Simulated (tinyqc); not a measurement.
Inside a calculation. Model: Heisenberg spin cluster by exact diagonalisation: multiplets, susceptibility, level crossings. Computed by tinyqc, a small Python program that keeps every step. Command: `OMP_NUM_THREADS=1 python tinyqc.py 3006916 3006917 out.jsonl spincl walk`. One thread of a shared host (Intel(R) Xeon(R) Processor @ 2.30GHz), about 0.01 s of CPU time with the checks. Intermediate numbers are printed to about 6 digits and carried at full precision; extremes and crossings named in words are read from the listed rows.

H = J1 sum S_i.S_j over the bonds 1-2, 3-4 + J2 sum over 2-3 - g mu_B B S_z; J > 0 is antiferromagnetic.

Inputs (values chosen for the exercise, for a model cluster):
```
quantity       value  unit
exchange J1    0.946   meV
exchange J2     0.67   meV
g factor        1.96     -
temperature T     22     K
field B          7.5     T
```

Cluster: chain of four, J1 outer bonds and J2 in the middle. Spin s of each site: 1.

Constants: k_B = 8.617333262e-05 eV/K; mu_B = 5.7883818060e-05 eV/T.

## Multiplets

Every multiplet has one member in the block S_z = 0; diagonalise it and read the total spin from <S^2> = S (S + 1).

Levels at B = 0:
```
E (meV)   total S  number of multiplets
-4.10856        0                     1
-3.54474        1                     1
-2.51208        1                     1
-2.25523        2                     1
-2.00934        1                     1
-1.96378        0                     1
-1.29314        2                     1
-0.92946        2                     1
-0.51412        1                     1
-0.32592        1                     1
-0.21323        3                     1
-0.07616        2                     1
0.34714         2                     1
0.67000         3                     1
0.94835         0                     1
1.22021         1                     1
1.64484         2                     1
2.10523         3                     1
2.56200         4                     1
```

ground energy = -4.10856 meV

gap to the next level = 0.563821 meV

The ground state has S = 0; the next level has S = 1. The highest spin, S = 4, lies at 2.562 meV, s^2 times the sum of all J, s the spin of a site.

## Thermal averages at zero field

Z = sum k (2S + 1) exp(-E/(k_B T)) over the table, k the number of multiplets; <S^2> likewise with the factor S (S + 1); chi T = N_A g^2 mu_B^2 <S^2>/(3 k_B) = 0.125049 g^2 <S^2> cm^3 K/mol (cgs, per mole of clusters); C = (<E^2> - <E>^2)/(k_B T)^2; entropy = ln Z + <E>/(k_B T).

<S^2> = 4.83916

chi T = 2.32467 cm^3 K/mol

heat capacity = 0.764653 k_B

entropy = 3.98053 k_B

Free spins would give <S^2> = 8 and the entropy 4.394 k_B; chi T is 60 % of the free value.

## Magnetisation in the field

Each multiplet splits as E - g mu_B B m; <S_z> is the Boltzmann mean. The first level crossing is at the smallest (E_S - E_0)/(g mu_B (S - S_0)) over higher spins (0 if the ground state has the highest spin).

<S_z> = 0.721557

first crossing field = 4.96967 T

Linear response would give g mu_B B <S^2>/(3 k_B T) = 0.724. B is past the first crossing.

## Susceptibility against the Curie-Weiss form

High-temperature form: chi T = C0/(1 - theta/T), C0 = 0.125049 g^2 n s (s + 1), k_B theta = -(2/3) s (s + 1) (sum of J over bonds)/n, n = 4; a dash where T <= 1.05 theta.

theta = -9.91026 K

Against temperature:
```
T (K)  chi T (cm^3 K/mol)  Curie-Weiss  chi (cm^3/mol)  C (k_B)
1.1           7.46718e-03      0.38395        0.006788  0.27287
2.2           1.28894e-01      0.69815        0.058588  1.08319
3.8           3.76271e-01      1.06517        0.099019  1.37932
6.6           7.90668e-01      1.53629        0.119798  1.91697
11.0          1.39214e+00      2.02169        0.126559  1.75800
18.0          2.06687e+00      2.47851        0.114826  1.03930
27.0          2.56371e+00      2.81125        0.094952  0.53934
44.0          3.01894e+00      3.13663        0.068612  0.21530
88.0          3.41877e+00      3.45412        0.038850  0.05395
180.0         3.63329e+00      3.64256        0.020185  0.01271
```

The Curie-Weiss form is within 3 % in the last 2 rows. chi passes a maximum, at 11 K among these rows, the mark of a singlet ground state; among these rows C is largest at 6.6 K, and the gap is 6.54 K.

Checks made by the program: the trace of H and the count of states (relative difference below 1e-10).
